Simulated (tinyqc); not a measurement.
Pressure series at fixed power: global model of a low-pressure process discharge: electron temperature, density, ion flux and ion energy. Computed by tinyqc, a small Python program. Command: `OMP_NUM_THREADS=1 python tinyqc.py 3110787 3110788 out.jsonl plasma walk`. One thread of a shared host (Intel(R) Xeon(R) Processor @ 2.30GHz), about 0.01 s of CPU time with the checks.

Maxwellian electrons with temperature T_e in eV, one positive ion, no negative ions, uniform bulk density n; rate constants have the Arrhenius form.

Inputs (values chosen for the exercise, of the order of those of an inductive discharge in a simple atomic gas):
```
quantity                      value   unit
ion mass M                       32      u
ionisation prefactor K0     3.5e-14  m^3/s
ionisation energy E_iz           15     eV
excitation prefactor X0     5.3e-15  m^3/s
excitation energy E_ex         9.29     eV
elastic rate constant K_el  1.2e-13  m^3/s
ion-neutral cross section   1.1e-18    m^2
gas temperature T_g             600      K
radius R                         21     cm
height L                         10     cm
absorbed power P                430      W
```

Constants: k_B = 1.380649e-23 J/K; e = 1.602176634e-19 C; u = 1.6605390666e-27 kg; m_0 = 9.1093837015e-31 kg.

Method:
- n_g = p/(k_B T_g), lambda_i = 1/(n_g sigma), K_iz = K0 exp(-E_iz/T_e), h_L = 0.86/sqrt(3 + L/(2 lambda_i)), h_R = 0.8/sqrt(4 + R/lambda_i), A_eff = 2 pi R^2 h_L + 2 pi R L h_R and d_eff = pi R^2 L/A_eff follow p.
- Particle balance: K0 exp(-E_iz/T_e) n_g d_eff = u_B, u_B = sqrt(e T_e/M).
- E_c = E_iz + (X0 exp(-E_ex/T_e) E_ex + K_el (3 m_0/M) T_e)/K_iz; E_T = E_c + (5/2) T_e + (T_e/2) ln(M/(2 pi m_0)); n = P/(e u_B A_eff E_T); J = e h_L n u_B. Pressures without a root below 2 E_iz are left out.

Against pressure:
```
p (Pa)  T_e (eV)  E_c (eV)  E_T (eV)  n (1/cm^3)  J (mA/cm^2)
0.1       7.4526    18.037    70.712  4.8524e+10       1.6558
0.2       4.9805    19.445    54.647  8.5254e+10       2.1882
0.5       3.4677    22.346    46.856  1.4797e+11       2.6225
1.0       2.8029    25.893    45.704  2.1164e+11       2.7304
2.0       2.3413    31.372    47.920  2.8989e+11       2.6304
5.0       1.9157    43.563    57.103  4.0386e+11       2.2229
10.0      1.6824    59.113    71.004  4.8112e+11       1.7923
20.0      1.4994    84.241    94.839  5.3443e+11       1.3437
```

What does the comparison show, and why?

T_e falls from 7.45 to 1.50 eV, n changes by a factor 11.0 and J by 0.81; in J = P h_L/(A_eff E_T), E_T changes by a factor 1.34 and is least at 1 Pa, between wall losses at high T_e and excitation losses at low T_e.

Extremes, crossings and ranges named in words are read from the listed rows.
